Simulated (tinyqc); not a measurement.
Read current of a NAND string, cells in series solved by shooting: course of the secant iteration.

Cells in series, numbered from 0 at the source line (0 V) to the bit line, each followed by a gap resistance Rg. A cell with gate Vg, threshold VT, source Vs and drain Vd passes I = 2 nf K Vt^2 [F(Vs) - F(Vd)]/(1 + th max(Vg - VT, 0)), F(V) = ln^2(1 + exp((Vg - VT - nf V)/(2 nf Vt))). The selected cell has Vg = Vr, the others Vg = Vp.

For a trial current I start at 0 V and, cell by cell (the selected one is cell 4), solve for the drain: sqrt(F(Vd)) = sqrt(F(Vs) - I/k), k = 2 nf K Vt^2/(1 + th max(Vg - VT, 0)), Vd = [Vg - VT - 2 nf Vt ln(exp(sqrt F) - 1)]/nf, then add I Rg.

Secant steps on the end voltage less Vbl, from the two trials; a trial above the saturation current of a cell has no solution and is moved halfway to the previous trial. Stop below 1e-9 V.

Inputs (values chosen for the exercise); values of the order met in vertical NAND strings:
- T = 358 K (temperature)
- K = 7.6 uA/V^2 (gain factor of a cell)
- nf = 1.7 (slope factor)
- th = 0.13 1/V (mobility reduction factor)
- Rg = 2.8 kohm (resistance of the gap between cells)
- Vbl = 0.5 V (bit-line voltage)
- Vp = 6.6 V (pass voltage)
- Vr = 2.97 V (read voltage on the selected word line)

Constants: q = 1.602176634e-19 C, kB = 1.380649e-23 J/K, Vt = kB T/q. Results are converted to the units shown.

thresholds from the source end, cell 0 to 4 (V): [-0.5, -0.5, -0.5, 4.3, 2]
first trial current = 0.68 uA
second trial current = 0.8 uA

Course of the iteration:

| iteration | I (uA) | end voltage - Vbl (V) | halvings |
|---|---|---|---|
| 1 | 0.854505 | -0.0107 | 1 |
| 2 | 0.861707 | 6.96e-3 | 0 |
| 3 | 0.858864 | -4.57e-4 | 0 |
| 4 | 0.859039 | -1.93e-5 | 0 |
| 5 | 0.859047 | 5.39e-8 | 0 |
| 6 | 0.859047 | -6.36e-12 | 0 |

Did this iteration meet its convergence test, and what does its course show?

Yes. Converged in 6 iterations to I = 0.85905 uA. The selected cell takes 64.8 % of the bit-line voltage and the gaps together 2.41 %.

Numbers from tinyqc (`OMP_NUM_THREADS=1 python tinyqc.py 2142227 2142228 out.jsonl`; about 0.6 s on one thread of a shared Intel Xeon 2.30GHz).
